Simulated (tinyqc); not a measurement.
p-i-n power rectifier, conductivity modulation at high injection: forward voltage and stored charge against the high-level lifetime.

A drift layer from x = -d to d (2 d = W) between ideal p+ and n+ emitters (no recombination in them). High injection, n = p, ambipolar diffusion with one lifetime; both mobilities scale as (T/300 K)^(-bt).

Triangular field at breakdown with Ec = Kc N^(1/8): BV = eps0 eps_r Ec^2/(2 q N), so N = (eps0 eps_r Kc^2/(2 q BV))^(4/3); W = 2 BV/Ec; mu = mud (T/300 K)^(-bt); rho = 1/(q mu N); ideal resistance rho W. Da = 2 mun mup Vt/(mun + mup), La = sqrt(Da tau), B = (mun - mup)/(mun + mup) with mun = mud (T/300 K)^(-bt), mup likewise; n(x) = (tau J/(2 q La)) [cosh(x/La)/sinh(d/La) - B sinh(x/La)/cosh(d/La)]. Ohmic drop: integral of J/(q (mun + mup) n); diffusion (Dember) drop Vt B ln(n(-d)/n(d)); both junctions together Vt ln(n(-d) n(d)/ni^2), ni = sqrt(Nc Nv) exp(-Eg/(2 Vt)), Eg in volts; V_F = the sum; stored charge q times the integral of n. Integrals on a fine grid. Peak reverse current if all stored charge left in a linear ramp without recombination (an upper bound): sqrt(2 a Q). Rows where n falls below the doping are left out.

Inputs (values chosen for the exercise); bulk values close to those of silicon:
```
symbol    value                    unit                                     meaning
T           400                       K                                 temperature
eps_r      11.5                                               relative permittivity
Kc         4150  V/cm per (cm^-3)^(1/8)                     critical-field constant
BV          400                       V  rated breakdown voltage of the drift layer
mud        1250              cm^2/(V s)                     drift mobility at 300 K
bt          2.4                          temperature exponent of the drift mobility
mup         434              cm^2/(V s)                      hole mobility at 300 K
Eg         1.12                      eV                                    band gap
Nc      4.31e19                   cm^-3      conduction-band density of states at T
Nv      4.08e19                   cm^-3         valence-band density of states at T
J            20                  A/cm^2                     forward current density
a           190             A/(cm^2 us)        ramp rate of the current at turn-off
```

Constants: q = 1.602176634e-19 C, kB = 1.380649e-23 J/K, Vt = kB T/q, eps0 = 8.8541878128e-14 F/cm where lengths are in cm. Results are converted to the units shown.

The same in every row: J rho W (V) = 0.7587.

Forward voltage and stored charge against the high-level lifetime:
columns A: tau (s); B: d/La; C: drift drop, ohmic and diffusion (V); D: junction drops (V); E: V_F (V); F: Q (uC/cm^2); G: sqrt(2 a Q) (A/cm^2); H: lowest n over N
```
A            B         C       D       E       F      G      H
3.7e-8   2.092    0.3249  0.4686  0.7935  0.7400  16.77  1.129
7.8e-8   1.441    0.1377  0.5023  0.6400   1.560  24.35  3.350
1.6e-7   1.006   0.06575  0.5406  0.6064   3.200  34.87  8.323
3.4e-7  0.6901   0.03136  0.5853  0.6167   6.800  50.83  19.84
7.1e-7  0.4776   0.01529  0.6319  0.6472   14.20  73.46  44.02
1.5e-6  0.3286  0.007331  0.6812  0.6885   30.00  106.8  95.99
3.1e-6  0.2285  0.003573  0.7301  0.7336   62.00  153.5  201.4
6.5e-6  0.1578  0.001711  0.7805  0.7822   130.0  222.3  425.6
1.3e-5  0.1116  8.570e-4  0.8280  0.8289   260.0  314.3  854.1
```

V_F goes from 0.793 through a minimum of 0.606 (at tau = 1.6e-7 among the rows listed) to 0.829 V; the drift drop falls from 0.325 to 8.57e-4 V and the junction drops rise from 0.469 to 0.828 V. The minimum falls at d/La = 1.0: a short lifetime starves the middle of the layer, a long one raises the edge densities and with them the junction drops. Where n exceeds a few 1e17 cm^-3, emitter and Auger recombination, left out here, lower n and change V_F.

tinyqc, about 0.01 s, one thread, Intel Xeon 2.30GHz (shared host): `OMP_NUM_THREADS=1 python tinyqc.py 2230107 2230108 out.jsonl`
